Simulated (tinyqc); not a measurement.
## Ballast resistance and gain from the on-state line

Problem. At high current V = BV (1 + be)^(-1/n) + I Ro. Find Ro, the intercept and be.

Parameters, values chosen for the exercise: junction breakdown voltage BV = 10.9 V; exponent of the multiplication n = 4.6.

V at I = 5 and 10 mA/um (V): [8.9583818, 9.8083818]

Solution. The slope is Ro; the intercept over BV is (1 + be)^(-1/n).

Ro = 170 ohm um
intercept = 8.11 V
be = 2.90

Computed by the program tinyqc: `OMP_NUM_THREADS=1 python tinyqc.py 2670048 2670049 out.jsonl`, one thread of a shared Intel Xeon 2.30GHz, about 0.01 s for the whole run.
